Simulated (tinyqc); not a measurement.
Worked calculation: implant damage, amorphisation by cascade overlap, and solid-phase epitaxial regrowth. Computed by tinyqc, a small Python program that keeps every step. Command: `OMP_NUM_THREADS=1 python tinyqc.py 3110872 3110873 out.jsonl sper walk`. One thread of a shared host (Intel(R) Xeon(R) Processor @ 2.30GHz), about 0.01 s of CPU time with the checks. Intermediate numbers are printed to about 6 digits and carried at full precision; extremes and crossings named in words are read from the listed rows.

Range and width of the damage are inputs. Dynamic annealing enters only through the surviving share f.

Inputs (values chosen for the exercise, modelled on antimony ions in silicon): atomic density N = 49.9 1/nm^3; ion Z1 = 51; ion mass M1 = 121.8 u; target Z2 = 14; target mass M2 = 28.09 u; ion energy E = 51 keV; displacement energy E_d = 14 eV; depth of the damage peak R_d = 22 nm; width of the damage profile s_d = 13 nm; share of defects that survive f = 0.59; critical displaced share x_c = 0.18; dose Q = 2.2e+15 1/cm^2; overlaps needed n = 1; area amorphised by one track A_i = 0.44 nm^2; regrowth prefactor v0 = 4.6e+15 nm/s; regrowth energy E_a = 2.72 eV; anneal temperature = 517 C; rate relative to (100) = 0.33; peak enhancement by the dopant = 4.5; ramp rate = 6.4 K/s.

Constants: a_0 = 0.529177210903 angstrom; e^2/(4 pi eps_0) = 14.39964548 eV angstrom; k_B = 8.617333262e-05 eV/K.

## Damage energy and displacements per ion

Robinson partition: eps = E a M2/(Z1 Z2 (e^2/(4 pi eps_0)) (M1 + M2)), a = 0.8853 a_0/sqrt(Z1^(2/3) + Z2^(2/3)); k = 0.0793 Z1^(2/3) Z2^(1/2) (M1 + M2)^(3/2)/((Z1^(2/3) + Z2^(2/3))^(3/4) M1^(3/2) M2^(1/2)); damage energy T_d = E/(1 + k (eps + 0.40244 eps^(3/4) + 3.4008 eps^(1/6))); displacements nu = 0.8 T_d/(2 E_d).

reduced energy eps = 0.0984674

k = 0.113001

damage energy T_d = 39.8355 keV

T_d/E = 0.781089

displacements per ion nu = 1138.16

22 % of the energy goes to electrons.

## The amorphous layer

Displaced share x(z) = f nu Q exp(-(z - R_d)^2/(2 s_d^2))/(sqrt(2 pi) s_d N); the layer is amorphous where x > x_c, between R_d -/+ s_d sqrt(2 ln(x_max/x_c)), the upper edge being cut at the surface. Threshold dose Q_c = Q x_c/x_max.

peak displaced share x_max = 9.08539

threshold dose Q_c = 4.35865e+13 1/cm^2

upper edge = 0 nm

lower edge = 58.4068 nm

The layer reaches the surface. Caution: x above 1 counts atoms displaced more than once.

## Damage left below the interface

Displaced atoms per area beyond the lower edge z2: f nu Q (1/2) erfc((z2 - R_d)/(sqrt2 s_d)); they are not removed by regrowth.

share of the damage beyond z2 = 0.00255099

displaced atoms beyond z2 = 3.76865e+15 1/cm^2

## Layer against dose

The formulas are those given above.

Dose series; the last column is f nu Q erfc((z2 - R_d)/(sqrt2 s_d))/2:
```
Q (1/cm^2)    x_max  upper edge (nm)  lower edge (nm)  displaced atoms beyond z2 (1/cm^2)
4.79e+13    0.19781          16.3523          27.6477                         1.06785e+16
6.54e+13    0.27008          10.2888          33.7112                         8.07330e+15
1.09e+14    0.45014           4.3985          39.6015                         6.43200e+15
1.74e+14    0.71857           0.3691          43.6309                         5.61603e+15
3.05e+14    1.25957           0.0000          47.6437                         4.97096e+15
5.23e+14    2.15984           0.0000          50.9806                         4.52972e+15
1.09e+15    4.50140           0.0000          54.9861                         4.08724e+15
2.18e+15    9.00279           0.0000          58.3644                         3.77232e+15
```

A dose 46 times larger moves the lower edge from 27.6 to 58.4 nm, as the root of a logarithm, and the damage beyond it falls by a factor 2.8, since the edge lies on an ever steeper tail. The layer reaches the surface at Q_c exp(R_d^2/(2 s_d^2)) = 1.82e14 per cm^2.

## Overlap model

Gibbons model: a point turns amorphous after n + 1 hits; with y = A_i Q the amorphous share is 1 - exp(-y) sum_(k=0..n) y^k/k!. Doses are set by y.

Amorphous share:
```
y     Q (1/cm^2)  direct impact (n = 0)   given n
0.1  2.27273e+13               0.095163  0.004679
0.3  6.81818e+13               0.259182  0.036936
0.6  1.36364e+14               0.451188  0.121901
1.0  2.27273e+14               0.632121  0.264241
2.0  4.54545e+14               0.864665  0.593994
3.0  6.81818e+14               0.950213  0.800852
5.0  1.13636e+15               0.993262  0.959572
8.0  1.81818e+15               0.999665  0.996981
```

At small y the share grows as y^2; between the first rows the exponent is 1.88.

## Isothermal regrowth

v = v0 x orientation factor x exp(-E_a/(k_B T)) x [1 + (enhancement - 1) exp(-(z - R_d)^2/(2 s_d^2))], T = anneal temperature + 273.15 K; the dopant is taken to follow the damage profile; the lower front moves from the lower edge z2 to the surface, or to the middle (z1 + z2)/2 of a buried layer with upper edge z1; time = int dz/v; the equivalent undoped distance is that time times the undoped velocity.

undoped velocity = 0.00679858 nm/s

distance to regrow = 58.4068 nm

time without enhancement = 8591.03 s

equivalent undoped distance = 25.1941 nm

time with enhancement = 3705.80 s

The rate doubles for each 14 K or so near this temperature.

## Regrowth during a ramp

On a linear ramp from 200 C regrowth ends at the T_f where int v_undoped dT/(ramp rate) equals the equivalent undoped distance.

temperature at which regrowth ends = 678.367 C

Checks made by the program: tail against quadrature of x(z) N (relative difference below 1e-10).
